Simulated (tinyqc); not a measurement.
Activation energy from two powers.

Inverse problem. P(T) = Pd + Pl (T/300 K)^2 exp[(q Ea/kB)(1/(300 K) - 1/T)]. Find Ea and Pl.

Values chosen for this exercise: temperature-independent switching power Pd = 32 W.

Constants: q = 1.602176634e-19 C, kB = 1.380649e-23 J/K. Results are converted to the units shown.

P at T = 360 and 400 K (W): [35.1555912, 42.5822160]

Solution. Subtract Pd; the ratio of the leakage powers, divided by the T^2 factors, is an Arrhenius factor.

Ea = 0.3100 eV
Pl = 0.2970 W

Program tinyqc, `OMP_NUM_THREADS=1 python tinyqc.py 2520026 2520027 out.jsonl`; Intel Xeon 2.30GHz, shared host, one thread, about 0.01 s.
